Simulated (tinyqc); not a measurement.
Which mechanism rules? Model: leakage currents through a thin dielectric. Computed by tinyqc, a small Python program. Command: `OMP_NUM_THREADS=1 python tinyqc.py 3008603 3008604 out.jsonl leak walk`. One thread of a shared host (Intel(R) Xeon(R) Processor @ 2.30GHz), about 0.01 s of CPU time with the checks.

Electrons leave an electrode with Fermi energy E_F above its band bottom; barriers are counted from the Fermi level, and both electrodes are alike.

Inputs (values chosen for the exercise, modelled on Al2O3):
```
quantity,value,unit
barrier height phi_B,2.62,eV
tunnelling mass m,0.26,m_0
optical permittivity k_o,3.23,-
trap depth phi_t,1.3,eV
Poole-Frenkel prefactor sigma_0,6.1e-08,S/cm
thickness t,1.7,nm
electrode Fermi energy E_F,0.23,eV
electrode mass m_e,0.5,m_0
voltage V,0.3,V
temperature T,358,K
```

Stack: single layer.

Constants: e = 1.602176634e-19 C; eps_0 = 8.8541878128e-12 F/m; k_B = 8.617333262e-05 eV/K; m_0 = 9.1093837015e-31 kg; k_B = 1.380649e-23 J/K; h = 6.62607015e-34 J s; hbar = 1.054571817e-34 J s.

Method:
- Field F = V/t; equivalent oxide thickness 3.9 t/k.
- WKB: a layer of mass m, field F and barrier b(x) = b_0 - e F x gives the exponent (4 sqrt(2 m)/(3 hbar e F)) [b_0^(3/2) - max(b_0 - e F t, 0)^(3/2)] for b_0 > 0; b_0 = barrier - (E - E_F); the transmission is D(E) = exp(-sum of exponents), without image force.
- Tsu-Esaki: J = (e m_e k_B T/(2 pi^2 hbar^3)) int D(E) ln[(1 + exp((E_F - E)/k_B T))/(1 + exp((E_F - eV - E)/k_B T))] dE over the normal energy E (its change with the mass at an interface is neglected) from max(0, E_F - 3 eV) to E_F + largest barrier, by 100 Gauss-Legendre points in each part, split at E_F - 0.3 eV (if inside the range) and E_F + 8 k_B T.
- Schottky emission J = A T^2 exp(-(phi_B - sqrt(e^3 F/(4 pi k_o eps_0)))/k_B T), A = 4 pi e m k_B^2/h^3 with the tunnelling mass; Poole-Frenkel J = sigma_0 F exp(-(phi_t - sqrt(e^3 F/(pi k_o eps_0)))/k_B T); both use the field F of the dielectric.

Current densities (A/cm^2):
```
V (V),F (MV/cm),tunnelling,Schottky,Poole-Frenkel
0.06,0.3529,44.10,3.0557e-29,3.6632e-17
0.10,0.5882,68.34,9.9761e-29,6.5076e-16
0.15,0.8824,92.66,3.2457e-28,1.0333e-14
0.21,1.2353,113.37,1.0540e-27,1.5256e-13
0.26,1.5294,125.34,2.4841e-27,1.0491e-12
0.30,1.7647,133.45,4.6539e-27,4.2487e-12
0.36,2.1176,145.47,1.1084e-26,2.8919e-11
0.45,2.6471,165.23,3.5912e-26,3.7948e-10
```

What follows from these numbers?

The largest current is tunnelling from 0.0600 to 0.450 V. Over the table tunnelling grows by 0.6 decades, Schottky by 3.1 and Poole-Frenkel by 7.0. A plot of ln(J/F) against sqrt(F) for the Poole-Frenkel column has the slope 13.69 per sqrt(MV/cm), from which k_o follows; reading it as Schottky emission would give about k_o/4.

Extremes, crossings and ranges named in words are read from the listed rows.
